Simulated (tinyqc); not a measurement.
Gap voltage and exponent from three temperatures.

Problem. At constant current VBE(T) = Vg0 - a T - eta (kB T/q) ln T, where a is a constant. Find Vg0, eta and dVBE/dT at the middle temperature.

Constants: q = 1.602176634e-19 C, kB = 1.380649e-23 J/K. Results are converted to the units shown.

T (K): [233, 253, 390]
VBE at a constant current (V): [0.7972062489, 0.7605144350, 0.4963050198]

Answer. The relation is linear in Vg0, a and eta, so three points give a linear system; the slope is (VBE - Vg0 - eta kB T/q)/T. eta rests on the curvature of VBE(T) alone, so real fits need accuracy of some tens of microvolts or better.

Vg0 = 1.14 V
eta = 4.00
dVBE/dT = -1.85 mV/K

Computed by the program tinyqc: `OMP_NUM_THREADS=1 python tinyqc.py 2062142 2062143 out.jsonl`, one thread of a shared Intel Xeon 2.30GHz, about 0.02 s for the whole run.
